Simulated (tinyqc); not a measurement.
Interband optics of a two-band s-p chain from momentum matrix elements: one step. Matrix element between the bands. Three cases, with inputs chosen for the exercise.

Problem. Diagonalise H, transform W, and form w = |W_cv|^2, the Kane-type energy w/c and the oscillator strength f = w/(c D), c = hbar^2/2m0, D = Ec - Ev.

Constants: hbar^2/2m0 = 3.80998211 eV angstrom^2.

Give: Ev, Ec; weights; slopes dEv/dk, dEc/dk; w; w/c; f.

Case 1.

H (eV), rows s, p and columns alike:
$$\begin{pmatrix}
2.977635 & 2.507953i \\
-2.507953i & -2.670459
\end{pmatrix}$$

W (eV angstrom), rows s, p and columns alike:
$$\begin{pmatrix}
3.510487 & 6.177035i \\
-6.177035i & -2.797419
\end{pmatrix}$$

Solution.

Ev, Ec (eV): [-3.6233, 3.9305]

weights, rows s, p; columns v, c:
$$\begin{pmatrix}
0.1261 & 0.8739 \\
0.8739 & 0.1261
\end{pmatrix}$$

slopes dEv/dk, dEc/dk (eV angstrom): [-6.103, 6.816]

w = 6.372 eV^2 angstrom^2
w/c = 1.673 eV
f = 0.221

Case 2.

H (eV), rows s, p and columns alike:
$$\begin{pmatrix}
1.151797 & 0.699437i \\
-0.699437i & -2.222864
\end{pmatrix}$$

W (eV angstrom), rows s, p and columns alike:
$$\begin{pmatrix}
1.085231 & 5.918027i \\
-5.918027i & -1.455196
\end{pmatrix}$$

Solution.

Ev, Ec (eV): [-2.3621, 1.2910]

weights, rows s, p; columns v, c:
$$\begin{pmatrix}
0.0381 & 0.9619 \\
0.9619 & 0.0381
\end{pmatrix}$$

slopes dEv/dk, dEc/dk (eV angstrom): [-3.625, 3.255]

w = 24.806 eV^2 angstrom^2
w/c = 6.511 eV
f = 1.782

Case 3.

H (eV), rows s, p and columns alike:
$$\begin{pmatrix}
1.266594 & 0.459842i \\
-0.459842i & -2.771393
\end{pmatrix}$$

W (eV angstrom), rows s, p and columns alike:
$$\begin{pmatrix}
1.812117 & 3.713410i \\
-3.713410i & -0.873699
\end{pmatrix}$$

Solution.

Ev, Ec (eV): [-2.8231, 1.3183]

weights, rows s, p; columns v, c:
$$\begin{pmatrix}
0.0125 & 0.9875 \\
0.9875 & 0.0125
\end{pmatrix}$$

slopes dEv/dk, dEc/dk (eV angstrom): [-1.665, 2.603]

w = 11.039 eV^2 angstrom^2
w/c = 2.897 eV
f = 0.700

Computed by tinyqc, one run a case: `OMP_NUM_THREADS=1 python tinyqc.py N N+1 out.jsonl` with N = 1681668, 1681690, 1681704; one thread of a shared Intel(R) Xeon(R) Processor @ 2.30GHz, about 0.02 s a run at most.
